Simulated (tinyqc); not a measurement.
What moves the Fermi level: gated graphene: carriers, quantum capacitance and optical conductivity.

Cones E = +/- hv |k|, four flavours, D(E) = 2|E|/(pi hv^2). n = (2/pi)(kT/hv)^2 F_1(mu/kT), p = (2/pi)(kT/hv)^2 F_1(-mu/kT), in 1/angstrom^2 (1e16 for 1/cm^2); F_1(eta) = integral_0^infinity x dx/(1 + exp(x - eta)). Cq/e^2 = d(n - p)/d mu = (2 kT/(pi hv^2)) ln(2 + 2 cosh(mu/kT)).

Gate: V = mu/e + e (n - p)/Cox with Cox/e^2 = k/(4 pi e2 t), t in angstrom, e2 = e^2/(4 pi eps0); 1/(eV angstrom^2) in C/e^2 equals 1602.176634 microfarad/cm^2; total 1/C = 1/Cox + 1/Cq.

Constants: kB = 8.617333262e-05 eV/K; e^2/(4 pi eps0) = 14.39964547 eV angstrom.

Inputs chosen for the exercise (Fermi velocity near that of graphene, gate dielectric near SiO2; the results hold for these values, not for the real material):

| symbol | value | unit | meaning |
|---|---|---|---|
| hv | 6.34 | eV angstrom | hbar vF |
| T | 77 | K |  |
| k | 3.83 |  | dielectric constant of the gate layer |
| t | 10 | nm | its thickness |
| V | 5.27 | V | gate voltage from the neutrality point |

All results formed anew. Each row changes one parameter from the base and keeps the others.

Results:

| case | mu (eV) | n - p (1/cm^2) | C/Cox |
|---|---|---|---|
| base | 0.3620 | 1.039e+13 | 0.9644 |
| V = 6.851 V | 0.4146 | 1.362e+13 | 0.9688 |
| t = 7 nm | 0.4297 | 1.464e+13 | 0.9575 |
| k = 4.6 | 0.3954 | 1.239e+13 | 0.9610 |
| hv = 6.97 eV angstrom | 0.3966 | 1.032e+13 | 0.9609 |
| T = 177 K | 0.3612 | 1.039e+13 | 0.9643 |

The largest shifts from the base row, up to three for each result and ties (the steps differ in size, so this ranks the rows, not the parameters). mu (eV): t +0.0677, V +0.0526, hv +0.0346. n - p (1/cm^2): t +4.25e+12, V +3.23e+12, k +2.00e+12; unchanged at the printed digits by T. C/Cox: t -0.0069, V +0.0044, hv -0.0035.

(tinyqc, `OMP_NUM_THREADS=1 python tinyqc.py 1650469 1650470 out.jsonl`, Intel(R) Xeon(R) Processor @ 2.30GHz, 1 thread, shared host, about 0.01 s.)
